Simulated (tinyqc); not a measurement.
CIS on RHF in the sto-6g basis, for H3-, spin multiplicity 1, step by step. The basis has no diffuse functions, so it cannot describe the extra electron: this is an exercise in the method, not the real anion. One step of it, computed by the program tinyqc.

Problem. CIS matrix, singlets. A(ia,jb) = (e_a - e_i) d_ij d_ab + 2 (ia|jb) - (ij|ab).

orbital energies (hartree): MO1 -0.199414, MO2 0.273224, MO3 1.298489

Two-electron integrals over orbitals (pq|rs), unique and non-zero (hartree):
```
(11|11) 0.589867    (21|11) -0.000010   (21|21) 0.156040    (22|11) 0.532240
(22|21) 0.000011    (22|22) 0.579860    (31|11) 0.074797    (31|21) 0.000005
(31|22) -0.037186   (31|31) 0.132546    (32|11) 0.000009    (32|21) -0.128125
(32|22) -0.000011   (32|31) -3.32e-06   (32|32) 0.127966    (33|11) 0.606551
(33|21) -0.000006   (33|22) 0.540448    (33|31) 0.104873    (33|32) 0.000007
(33|33) 0.671033
```

Give: CIS matrix A, singlet.

Solution.

CIS matrix A, singlet (hartree):
```
       1>3    2>3
1>3  1.156  0.000
2>3  0.000  0.741
```
